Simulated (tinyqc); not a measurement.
# One gate, two gates and a surrounding gate

Below threshold the potential that source and drain add obeys Laplace's equation, vanishes on the gates and decays along the channel as exp(-k y). The same ts (depleted depth over a conducting body, body thickness or wire diameter), ti and permittivities in three geometries; k is the smallest positive root of: one gate, f(k) = eps_r sin(k ti) cos(k ts) + ei cos(k ti) sin(k ts); two gates, f(k) = ei cos(k ti) cos(k ts/2) - eps_r sin(k ti) sin(k ts/2); wire, f(k) = ei J0(u)[J1(u) Y0(v) - Y1(u) J0(v)] - eps_r J1(u)[J0(u) Y0(v) - Y0(u) J0(v)], u = k ts/2, v = u + k ti. Parabolic estimates of l: sqrt((eps_r/ei) ts ti); sqrt((eps_r/(2 ei)) ts ti (1 + ei ts/(4 eps_r ti))); sqrt([2 eps_r ts^2 ln(1 + 2 ti/ts) + ei ts^2]/(16 ei)), in the same order.

Parameters, values chosen for the exercise; permittivities: semiconductor close to that of germanium, insulator close to that of zirconium oxide:
```
symbol,value,unit,meaning
eps_r,15.7,,relative permittivity of the semiconductor
ei,23.9,,relative permittivity of the insulator
ti,6.8,nm,insulator thickness
ts,7.8,nm,body thickness
```

Scale lengths (nm):
```
,Lambda = pi/k,l = 1/k,l(parabolic)
one gate over a conducting body,14.39,4.582,5.903
two gates,19.14,6.094,5.003
wire,13.08,4.165,2.974
```

What does the table show?

The wire has the shortest scale length, 0.683 times that of the double gate; the single gate over a conducting body has 0.752 times it, its layer ending directly on a conductor where the double gate has a second insulator. The parabolic estimates are 29 % above, 18 % below and 29 % below the exact l, in the order of the rows.

tinyqc, about 0.01 s, one thread, Intel Xeon 2.30GHz (shared host): `OMP_NUM_THREADS=1 python tinyqc.py 2420018 2420019 out.jsonl`
